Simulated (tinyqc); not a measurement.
Stark shift: quantum well in an electric field by finite differences.

Finite differences on points z_i at the centres of cells of width h: H_ii = (c/h^2)(1/m_(i-1/2) + 1/m_(i+1/2)) + V_i, H_(i,i+1) = -(c/h^2)/m_(i+1/2), where m_(i+1/2) is the mean of the masses at the two points (the end values are repeated outwards), psi = 0 on the points beyond both ends, c = hbar^2/2m0. The field adds e F (z - z0) with z0 the middle of the structure; 1 kV/cm = 1e-5 eV/angstrom.

Constants: hbar^2/2m0 = 3.80998211 eV angstrom^2.

Inputs chosen for the exercise (out of a larger set: near those of a strained Si well in SiGe; not measured data): layers = ((18, 0.175, 0.962), (36, 0, 0.911), (18, 0.175, 0.962)) (each layer: thickness in angstrom, band edge in eV, mass in m0); hf = 0.375 angstrom (cell width of the fine grid); Fs = (0, 16.7, 33.3, 50, 66.7, 83.3, 100) kV/cm (fields).

Fine grid. Perturbation theory: dE1 = e F z_11 - beta (e F)^2 with beta = sum_j z_1j^2/(E_j - E_1) over the 13 next levels at zero field, z from z0.

Levels against field:

| F (kV/cm) | E1 (eV) | E2 (eV) | dE1 (meV) | second order (meV) | <z - z0> (angstrom) | E2 - E1 (meV) |
|---|---|---|---|---|---|---|
| 0 | 0.0193 | 0.0753 | 0.00 | 0.00 | 0.0 | 56.0 |
| 16.7 | 0.0193 | 0.0753 | -0.04 | -0.04 | -0.4 | 56.0 |
| 33.3 | 0.0192 | 0.0753 | -0.14 | -0.14 | -0.9 | 56.1 |
| 50.0 | 0.0190 | 0.0753 | -0.33 | -0.33 | -1.3 | 56.3 |
| 66.7 | 0.0187 | 0.0753 | -0.58 | -0.58 | -1.7 | 56.6 |
| 83.3 | 0.0184 | 0.0754 | -0.90 | -0.91 | -2.1 | 56.9 |
| 100 | 0.0180 | 0.0754 | -1.29 | -1.31 | -2.6 | 57.4 |

z_11 = 0.00 angstrom
beta = 1305 angstrom^2/eV

At zero field the state is centred, so the shift starts as F^2; it turns linear only if the state is pulled to one side. At 100 kV/cm E1 has moved by -1.29 meV, where second order gives -1.31 meV; they differ by 1.0 % there. The electron moves by -2.6 angstrom, against the rise of the potential. E2 - E1 grows with the field; the ends are 56.0 and 57.4 meV.

(tinyqc, `OMP_NUM_THREADS=1 python tinyqc.py 1281880 1281881 out.jsonl`, Intel(R) Xeon(R) Processor @ 2.30GHz, 1 thread, shared host, about 0.02 s.)
